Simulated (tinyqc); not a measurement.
Donor binding, ionisation and the Mott limit: one step of the calculation.

Hydrogenic donor: Ry = (m0 q^3/(8 eps0^2 h^2)) me/eps_r^2 in eV, E0 = cc Ry, radius a = q/(8 pi eps0 eps_r E0), Mott density Nm = (0.26/a)^3. Below Nm the level sinks as Ed = E0 [1 - (N/Nm)^(1/3)]. Neutrality: Nc F12(eta) = N/(1 + 2 exp(eta + Ed/kB T)), F12(x) = (2/sqrt(pi)) int_0^infinity sqrt(u)/(1 + exp(u - x)) du.

Question. Ionisation. Solve the neutrality equation for eta. Boltzmann form: with k = (Nc/2) exp(-Ed/kB T) the ionised share is [-k + sqrt(k^2 + 4 k N)]/(2 N).

Parameters, values chosen for the exercise; band and dielectric values close to those of germanium:
```
symbol,value,unit,meaning
T,300,K,temperature
Nc,1.06e19,cm^-3,conduction-band density of states at 300 K
N,2.3e15,cm^-3,donor density
```

Constants: q = 1.602176634e-19 C, kB = 1.380649e-23 J/K, Vt = kB T/q. Results are converted to the units shown.

Ed = 7.8915051 meV

Find: eta; ionised share; n; ionised share, Boltzmann form.

Answer.

eta = -8.4362
ionised share = 99.941 %
n = 2.2986e15 cm^-3
ionised share, Boltzmann form = 99.941 %

With the level held at E0 the share would be 99.9 %.

Range of the model: A sharp level with degeneracy 2 overstates freeze-out near Nm, where the impurity band broadens and merges with the conduction band.

Numbers from tinyqc (`OMP_NUM_THREADS=1 python tinyqc.py 2330065 2330066 out.jsonl`; about 0.01 s on one thread of a shared Intel Xeon 2.30GHz).
